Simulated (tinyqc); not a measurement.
Worked calculation: complex band structure along [001] in sp3s* tight binding. Values are carried at full precision from step to step, so a last printed digit may differ when a step is redone from the rounded ones.

For k = (0, 0, kz) the phase sums are g0 = cos(phi) and g3 = i sin(phi), phi = kz a/4, and the s, pz, s* orbitals of anion (a) and cation (c) decouple from px, py. With z = exp(i phi), H(z) = H0 + z T + T^T/z for any complex z. H0 is diagonal (Esa, Epa, Exa, Esc, Epc, Exc). The anion-cation block is B(z) = z U + W/z and the cation-anion block z W^T + U^T/z, where U has Vss/2 (s,s), Vsapc/2 (s,z), -Vscpa/2 (z,s), Vxx/2 (z,z), Vxapc/2 (s*,z), -Vpaxc/2 (z,s*), and W has the same values with the s-z and s*-z signs reversed. |z| = 1 is a band state, |z| < 1 decays along [001] as exp(-kappa d) over a distance d, kappa = -(4/a) ln|z|. No spin-orbit coupling.

Constants: hbar^2/2m0 = 3.80998211 eV angstrom^2.

Parameters, chosen for this exercise (out of a larger set: near a published set for GaSb, fitted to gaps, whose masses and valley positions are rough (light masses up to twice too heavy); not measured data):
```
symbol  value                                                                                       unit      meaning
p       (-7.296, 0.855, -3.895, 2.913, 6.634, 6, -6.147, 1.579, 4.138, 4.963, 4.684, 5.008, 4.213)  eV        order Esa, Epa, Esc, Epc, Exa, Exc, Vss, Vxx, Vxy, Vsapc, Vscpa, Vxapc, Vpaxc
dE      0.36                                                                                        eV        E - Ev
a       6.091                                                                                       angstrom  lattice constant
```

## The layer matrices

Parameters in the order Esa, Epa, Esc, Epc, Exa, Exc, Vss, Vxx, Vxy, Vsapc, Vscpa, Vxapc, Vpaxc. Form H0 and T.

diagonal of H0 (eV): sa -7.2960, za 0.8550, s*a 6.6340, sc -3.8950, zc 2.9130, s*c 6.0000

T (eV):
```
          sa      za      s*a       sc      zc      s*c
sa    0.0000  0.0000   0.0000  -3.0735  2.4815   0.0000
za    0.0000  0.0000   0.0000  -2.3420  0.7895  -2.1065
s*a   0.0000  0.0000   0.0000   0.0000  2.5040   0.0000
sc   -3.0735  2.3420   0.0000   0.0000  0.0000   0.0000
zc   -2.4815  0.7895  -2.5040   0.0000  0.0000   0.0000
s*c   0.0000  2.1065   0.0000   0.0000  0.0000   0.0000
```

## Edges at Gamma

At z = 1 the levels follow from the blocks [[Esa, Vss], [Vss, Esc]] and [[Epa, Vxx], [Vxx, Epc]]: Ev is the lower p root, and the direct gap ends at the lower of the upper roots.

Ev = -0.0007 eV
EG (direct gap) = 0.7831 eV

## Complex wave vectors at one energy in the gap

Solve det(H0 - E + z T + T^T/z) = 0 with E = Ev + dE, as the linear problem [[0, 1], [-T^T, E - H0]] x = z [[1, 0], [0, T]] x. Roots come as z, -z, 1/z and conjugates; list those with 0 < |z| < 1 and Re z, Im z >= 0, by falling |z|. Re kz = arg(z)/(pi/2) in units of 2 pi/a, kappa = -(4/a) ln|z|.

Decaying roots:
```
Re z      Im z     |z|  Re kz (2 pi/a)  kappa (1/angstrom)
0.9206  0.0000  0.9206          0.0000              0.0543
0.1430  0.5052  0.5250          0.8243              0.4231
```

The slowest root has kappa = 0.0543 1/angstrom at Re kz = 0.000: a purely imaginary k at Gamma. The probability falls by exp(-2 kappa d), a factor 2.96 over 1 nm.

## The px, py block

For px and py the determinant gives (E - Epa)(E - Epc) = Vxx^2 cos^2(phi) + Vxy^2 sin^2(phi). With phi = i kappa a/4 this is sinh^2(kappa a/4) = ((E - Epa)(E - Epc) - Vxx^2)/(Vxx^2 - Vxy^2), E = Ev + dE. Parameters in the order Esa, Epa, Esc, Epc, Exa, Exc, Vss, Vxx, Vxy, Vsapc, Vscpa, Vxapc, Vpaxc.

sinh^2(kappa a/4) = 0.08390
kappa of the heavy-hole branch = 0.1876 1/angstrom

This branch decays faster than the slowest root of the s-pz block (0.0543), by a factor 3.45 in kappa.

## Band-edge masses of the same block

From the real bands: m/m0 = c h^2/|E(h) - E(0)| with kz = h = 0.001 1/angstrom for level 2 (light hole) and level 3 (electron) of the 6 x 6 matrix; c = hbar^2/2m0.

masses of this model, from the curvature at Gamma (m0): m_lh 0.0534, m_e 0.0655

These are masses of the nearest-neighbour model without spin-orbit coupling, which is fitted to gaps and often gives the electron too heavy.

## Checks

- Largest distance of a level of the 6 x 6 block at kz = 0.37 (2 pi/a) from a level of the full matrix, against zero (eV): both 0.000000.
- Kappa 0.1 meV above Ev against sqrt(m_lh E/c): both 0.001184.

Computed by tinyqc, a small Python program: `OMP_NUM_THREADS=1 python tinyqc.py 1481673 1481674 out.jsonl` (the numbers bound the seed that draws the inputs); one thread of a shared host (Intel(R) Xeon(R) Processor @ 2.30GHz), about 0.01 s for the whole set of steps.
